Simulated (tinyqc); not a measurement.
# Rectangular fin or nanosheet with a gate all round, subbands and threshold shift from confinement: two studies

Undoped body with a flat potential across it, hard walls, transport along x. One isotropic valley (g = 1, mx = my = mz = me). Non-parabolicity enters the subband edges through E (1 + al E) = gamma, so E = 2 gamma/(1 + sqrt(1 + 4 al gamma)); motion within a subband is taken as parabolic with the band-edge mass. Energies are counted from the bulk band edge.

Inputs (values chosen for the exercise); masses close to those of InAs:
```
symbol,value,unit,meaning
T,200,K,temperature
me,0.0234,m0,mass at the band edge
al,2.7,1/eV,non-parabolicity
t,14.9,nm,width (along y)
dl,0,nm,widening of the box by penetration into the insulator
Cg,3.2,uF/cm^2,gate capacitance per area of interface
H,22.4,nm,height (along z)
```

Constants: q = 1.602176634e-19 C, kB = 1.380649e-23 J/K, hbar = 1.054571817e-34 J s, m0 = 9.1093837015e-31 kg, Vt = kB T/q, hbar^2/(2 m0) = 0.0380998212 eV nm^2. Results are converted to the units shown.

Each table varies one quantity; the others keep the values above.

## Confinement against the height

gamma = C pi^2 [a^2/(my (t + dl)^2) + b^2/(mz (H + dl)^2)], C = hbar^2/(2 m0). Each subband has N_k = g sqrt(2 mx m0 kB T/(pi hbar^2)); without degeneracy n = exp(EF/Vt) sum N_k exp(-E_k/Vt). Classical value Nc times t H, Nc = sum over valleys of 2 g (m m0 kB T/(2 pi hbar^2))^1.5 with m = (mx my mz)^(1/3). Threshold shift dVT = Vt ln(classical value/sum N_k exp(-E_k/Vt)). With degeneracy n = sum N_k F((EF - E_k)/Vt), F(x) = (1/sqrt(pi)) int_0^infinity u^(-1/2) du/(1 + exp(u - x)); gate: Vg = EF + q n/(Cg P), P = 2 (t + H), summed over the 60 lowest subbands at most, with Vg counted from the value that would put EF at the bulk band edge of an empty body. The last two columns are for Vg = 0.6 V; sensitivity d(dVT)/dH by central differences between 0.99 and 1.01 times the value.

Confinement against the height:
```
H (nm)  E_1 (meV)  gap to the next edge (meV)  dVT (mV)  sensitivity (mV/nm)  n/P (cm^-2)  share of the lowest subband (%)
8.9         183.9                       96.37     146.1               -20.92     1.886e12                            31.48
11          146.9                       104.6     112.7               -11.89     2.124e12                            26.67
14          117.3                       112.2     87.24               -5.948     2.471e12                            20.91
17          100.6                       92.96     73.92               -3.263     2.685e12                            17.58
21          87.94                       66.12     64.57               -1.644     2.911e12                            14.43
26          79.21                       45.96     58.71              -0.8288     3.113e12                            11.82
32          73.49                       31.75     55.06              -0.4480     3.285e12                            9.735
40          69.42                       21.05     52.40              -0.2460     3.444e12                            7.889
```

As H grows from 8.9 to 40 nm, E_1 falls from 184 to 69.4 meV and dVT falls from 146 to 52.4 mV. E_1 goes as H^(-1.06) at the thin end; an error of 0.2 nm moves the threshold by 4.2 mV in the first row and 0.049 mV in the last. The charge per interface area rises from 1.89e12 to 3.44e12 cm^-2. In every row the charge in the last two columns would bend the potential across the body noticeably, which is left out.

## Charge and subband filling against gate voltage

Same model as above.

Each subband has N_k = g sqrt(2 mx m0 kB T/(pi hbar^2)). Cq = q dn/dEF.

Results:
```
Vg (V)  EF - E_1 (eV)  n (cm^-1)  n/P (cm^-2)  share of the lowest subband (%)  Cq/(Cg P)  total C/(Cg P)
-0.07         -0.1549      74.78      1.002e7                            96.79   2.912e-5        2.912e-5
0.18          0.08083    2.121e6     2.843e11                            65.36     0.1916          0.1608
0.3            0.1736    6.183e6     8.288e11                            33.48     0.3829          0.2769
0.43           0.2637    1.212e7     1.625e12                            21.10     0.5423          0.3516
0.55           0.3370    1.908e7     2.558e12                            15.16     0.7165          0.4174
0.68           0.4112    2.740e7     3.673e12                            11.67     0.8642          0.4636
0.8            0.4723    3.617e7     4.848e12                            9.475      1.026          0.5065
0.93           0.5349    4.621e7     6.194e12                            7.893      1.118          0.5278
```

Estimate the missing row, Vg = 0.05 V.

Computed row:
```
Vg (V)  EF - E_1 (eV)  n (cm^-1)  n/P (cm^-2)  share of the lowest subband (%)  Cq/(Cg P)  total C/(Cg P)
0.05         -0.03541    7.075e4      9.484e9                            96.52    0.02539         0.02476
```

With this row back in the table: EF passes E_1 = 0.0849 eV at Vg = 0.0874 V. The share of the lowest subband falls from 96.8 to 7.89 % and the total capacitance rises from 2.91e-5 to 0.528 of Cg P. In the last row 48 % of an added gate voltage goes into raising EF (from the last two rows). For Vg = 0.3, 0.43, 0.55, 0.68, 0.8, 0.93 the charge would bend the potential across the body noticeably, which is left out.

Range of the model: Non-parabolicity also makes carriers heavier within each subband, which is left out, so densities of states are understated at high energy.

Program tinyqc, `OMP_NUM_THREADS=1 python tinyqc.py 2350006 2350007 out.jsonl`; Intel Xeon 2.30GHz, shared host, one thread, about 0.08 s.
